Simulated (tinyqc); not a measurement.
Inside a calculation. Model: shallow acceptor in the spherical model (Baldereschi-Lipari), strong spin-orbit limit. Computed by tinyqc, a small Python program that keeps every step. Command: `OMP_NUM_THREADS=1 python tinyqc.py 3003615 3003616 out.jsonl acceptor walk`. One thread of a shared host (Intel(R) Xeon(R) Processor @ 2.30GHz), about 0.02 s of CPU time with the checks. Intermediate numbers are printed to about 5 digits and carried at full precision; extremes and crossings named in words are read from the listed rows.

The 1S(3/2) state has an s envelope f(r) and a d envelope g(r). In effective units they obey -(f'' + 2f'/r + 2f/r) + mu (g'' + 5g'/r + 3g/r^2) = E f and -(g'' + 2g'/r - 6g/r^2 + 2g/r) + mu (f'' - f'/r) = E g. The cubic term, the split-off band and the central cell are left out.

Inputs (values chosen for the exercise, modelled on InP): Luttinger gamma_1 = 5.14; Luttinger gamma_2 = 1.63; Luttinger gamma_3 = 2.12; dielectric constant eps = 12.2; spin-orbit gap Delta_so = 107 meV; functions per channel n = 2; smallest exponent zeta_1 = 1.1 1/a*; ratio beta of exponents = 2.3.

Constants: Ry = 13.605693123 eV; a_0 = 0.529177210903 angstrom.

## Effective units and couplings

Ry* = Ry/(gamma_1 eps^2), a* = a_0 eps gamma_1, mu = (6 gamma_3 + 4 gamma_2)/(5 gamma_1), delta = (gamma_3 - gamma_2)/gamma_1; spherical masses 1/(gamma_1 (1 - mu)) (heavy) and 1/(gamma_1 (1 + mu)) (light).

Ry* = 17.784 meV

a* = 33.184 angstrom

mu = 0.74864

delta = 0.095331

heavy-hole mass = 0.77399 m_0

light-hole mass = 0.11126 m_0

## Matrices in a small basis

zeta_i = zeta_1 beta^(i-1), i = 1..n, in both channels. Basis: f_i = exp(-zeta_i r), g_i = r exp(-zeta_i r), weight r^2 dr, s = zeta_i + zeta_j. S_ff = 2/s^3, H_ff = zeta_i zeta_j S_ff - 2/s^2; S_gg = 24/s^5, H_gg = 8/s^3 + 24 zeta_i zeta_j/s^5 - 12/s^4; H(f_i, g_j) = mu (6 zeta_i^2/s^4 + 2 zeta_i/s^3); S_fg = 0. Each function is normalised by sqrt(S_ii).

H (Ry*), rows f1, f2, g1, g2:
$$\begin{pmatrix}
-0.99 & -0.65769 & 1.3075 & 1.7832 \\
-0.65769 & 1.3409 & 2.8870 & 6.9166 \\
1.3075 & 2.8870 & 1.7233 & 3.5163 \\
1.7832 & 6.9166 & 3.5163 & 12.405
\end{pmatrix}$$

S, rows f1, f2, g1, g2:
$$\begin{pmatrix}
1.0000 & 0.7765 & 0.0000 & 0.0000 \\
0.7765 & 1.0000 & 0.0000 & 0.0000 \\
0.0000 & 0.0000 & 1.0000 & 0.6560 \\
0.0000 & 0.0000 & 0.6560 & 1.0000
\end{pmatrix}$$

## Lowest level in the small basis

H c = E S c with c^T S c = 1 and the largest component positive; the d weight is the part of the norm in g.

E = -2.1020 Ry*

coefficients: f1 0.06764, f2 0.81275, g1 -0.22880, g2 -0.31860

d weight = 0.24949

## Converged levels

Large basis: zeta_i = 0.08 x 1.55^(i-1), i = 1..20 in each channel; overlap eigenvalues below 1e-11 are dropped. Binding energies are -E Ry*; the mass that fits is E(1S) eps^2/Ry.

1S(3/2) binding in Ry* = 2.1356

1S(3/2) binding energy = 37.980 meV

2S(3/2) binding energy = 11.237 meV

d weight of 1S(3/2) = 0.25800

Hydrogenic mass that fits = 0.41549 m_0

The small basis recovers 98.4 % of the binding. The ratio 2S/1S is 0.296 against the hydrogenic 0.25. The fitted mass is 54 % of the heavy-hole mass. Caution: the binding exceeds a fifth of the spin-orbit gap Delta_so, so the split-off band, left out, matters.

## One mass for the acceptor?

Hydrogenic binding Ry m/eps^2; the density-of-states mass is (m_H^(3/2) + m_L^(3/2))^(2/3); errors are against the large basis.

1S binding energy:
```
mass                     value (m_0)  binding (meV)  error (%)
light hole                   0.11126         10.170    -73.222
1/gamma_1                    0.19455         17.784    -53.175
mean of heavy and light      0.44263         40.461      6.532
heavy hole                   0.77399         70.752     86.286
density of states            0.80187         73.300     92.995
```

The coupled result, 37.98 meV, lies between the 1/gamma_1 value (no coupling) and the heavy-hole value; the closest single rule here is "mean of heavy and light", off by +6.5 %.

## Binding against mu

The formulas are those given above.

1S(3/2):
```
mu    binding (Ry*)  d weight  binding x (1 - mu)
0.10         1.0091   0.00424             0.90817
0.22         1.0457   0.02062             0.81563
0.45         1.2276   0.08830             0.67516
0.50         1.2985   0.10979             0.64927
0.75         2.1450   0.25902             0.53625
0.80         2.5802   0.29828             0.51604
0.90         4.7683   0.38818             0.47683
0.95         9.1447   0.44002             0.45723
```

The binding grows from 1.009 to 9.14 Ry*, slowly at first (second order in mu), while the d weight rises to 0.44. The last column, the binding in units of the heavy-hole Rydberg, falls to 0.457, towards about 0.44 as mu tends to 1.

Checks made by the program: mu = 0 against hydrogen, 1 and 1/4 (relative difference 4e-06); the coupling element from the adjoint operator (relative difference below 1e-10).
